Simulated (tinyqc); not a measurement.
Worked calculation: Debye-Callaway model of lattice thermal conductivity. Computed by tinyqc, a small Python program that keeps every step. Command: `OMP_NUM_THREADS=1 python tinyqc.py 3000430 3000431 out.jsonl callaway walk`. One thread of a shared host (Intel(R) Xeon(R) Processor @ 2.30GHz), about 0.01 s of CPU time with the checks. Intermediate numbers are printed to about 6 digits and carried at full precision; extremes and crossings named in words are read from the listed rows.

Three acoustic branches with one velocity v, cut at omega_D = k_B Theta/hbar; x = hbar omega/(k_B T). v and Theta are separate inputs: Theta cuts off the heat-carrying modes, so C need not reach 3 k_B/V. gamma is an effective value that sets the umklapp rate.

Inputs (values chosen for the exercise, for a model crystal):
```
quantity                                value        unit
sound velocity v                         8380         m/s
Debye temperature Theta                   637           K
volume per atom V                        32.4  angstrom^3
mean atomic mass M                       26.3           u
effective Grueneisen parameter gamma     1.27           -
umklapp exponent divisor b                  2           -
mass variance Gamma                   3.5e-05           -
Casimir length L                           88  micrometre
normal-process factor f_N                0.38           -
temperature T                              40           K
probe frequency omega/omega_D            0.12           -
```

Sample: crystal. Point defects: isotopes. Normal processes: included.

Constants: k_B = 1.380649e-23 J/K; hbar = 1.054571817e-34 J s; u = 1.6605390666e-27 kg.

## Mass-fluctuation parameter

Gamma is given directly by the isotope mixture. A = V Gamma/(4 pi v^3).

Gamma = 3.50e-05

Rayleigh coefficient A = 1.53346e-46 s^3

## Scattering rates at one frequency

Rates: point defects A omega^4; umklapp B omega^2 T exp(-Theta/(b T)) with B = hbar gamma^2/(M v^2 Theta); normal processes f_N B omega^2 T (T/Theta)^2. Boundaries: v/L. The resistive time is tau_R = 1/(boundary + point-defect + umklapp rates), and the free path is v tau_R.

omega = 1.00076e+13 rad/s

Rates:
```
process         rate (1/s)  rate x tau_R
boundaries     9.52273e+07      0.982871
point defects  1.53809e+06     0.0158751
umklapp             121478    0.00125381
normal              522627    0.00539420
```

tau_R = 1.03213e-08 s

free path = 86492.7 nm

The strongest resistive process at this frequency: boundaries, 98 % of the resistive rate.

## The integrand on a coarse grid

x runs in ten equal steps to min(Theta/T, 12); g = x^4 e^x/(e^x - 1)^2; tau_C is the inverse of all rates summed; the last column is c tau_C g with c = (k_B/(2 pi^2 v)) (k_B T/hbar)^3.

Integrand:
```
x           g    tau_C (s)  c tau_C g (W/(m K))
1.2   1.27896  1.04471e-08          1.60164e+02
2.4   3.64033  9.99305e-09          4.36064e+02
3.6   4.85080  8.55549e-09          4.97473e+02
4.8   4.44150  6.23004e-09          3.31689e+02
6.0   3.22845  3.98337e-09          1.54154e+02
7.2   2.00936  2.41368e-09          5.81366e+01
8.4   1.12005  1.46657e-09          1.96903e+01
9.6   0.57533  9.16567e-10          6.32109e+00
10.8  0.27754  5.93528e-10          1.97462e+00
12.0  0.12741  3.98074e-10          6.07955e-01
```

Among these rows the integrand is largest at x = 3.60.

## Thermal conductivity

kappa_1 = c int tau_C g dx, g = x^4 e^x/(e^x - 1)^2, c = (k_B/(2 pi^2 v)) (k_B T/hbar)^3, over 0 < x < min(Theta/T, 40), by 96 Gauss-Legendre points in s with x = x_max s^2; 1/tau_C = 1/tau_R + 1/tau_N; kappa_2 = c [int (tau_C/tau_N) g dx]^2 / int (tau_C/(tau_N tau_R)) g dx; kappa = kappa_1 + kappa_2. Heat capacity C = 3 c int g dx / v^2; grey free path 3 kappa/(C v); the median free path v tau_C halves kappa_1 when the quadrature points are ordered by free path (each counted at half its weight, interpolated in the logarithm); likewise at 10 % and 90 %.

kappa_1 = 1999.84 W/(m K)

kappa_2 = 18.4262 W/(m K)

kappa = 2018.26 W/(m K)

heat capacity C = 13296.6 J/(m^3 K)

grey free path = 54339.2 nm

median free path = 72283.6 nm

free path at 10 % of kappa_1 = 34652.7 nm

free path at 90 % of kappa_1 = 86460.0 nm

The median free path is 1.3 times the grey one. The middle 80 % of kappa_1 spans a factor 2.5 in free path. The Callaway term kappa_2 is 0.91 % of the total.

## Leaving out one process at a time

The formulas are those given above.

Conductivity at T:
```
case                   kappa (W/(m K))  ratio to all
all processes                  2018.26             1
without point defects          3236.99       1.60385
without boundaries             93742.7       46.4472
without umklapp                2024.92       1.00330
```

Removing boundaries raises kappa most, by a factor 46.4; removing umklapp gives only 1.00.

## Conductivity against temperature

The boundary limit is C v^2/(3 x boundary rate), with C = 3 c int g dx / v^2.

Kappa (W/(m K)):
```
T (K)  all processes  without point defects  boundary limit
6.4          13.3766                13.3930         13.3930
13           110.148                112.245         112.245
22           488.005                544.007         544.009
38           1818.59                2787.47         2802.85
64           4009.51                8257.28         13019.9
110          3220.44                4376.27         48231.7
190          1287.91                1416.25          102448
320          505.063                523.229          140115
510          230.340                234.342          156944
830          106.343                107.364          164572
```

kappa peaks among these rows at 64 K (T/Theta = 0.100) with 4010 W/(m K). The exponent d ln kappa/d ln T is 2.98 at the cold end, the T^3 law of boundary scattering, and -1.59 at the hot end. The normal rate is taken to grow as T^3 at all T, which overstates it above Theta. Point defects cost most at 64 K, a factor 2.06.

Checks made by the program: heat capacity against the Debye function (relative difference below 1e-10).
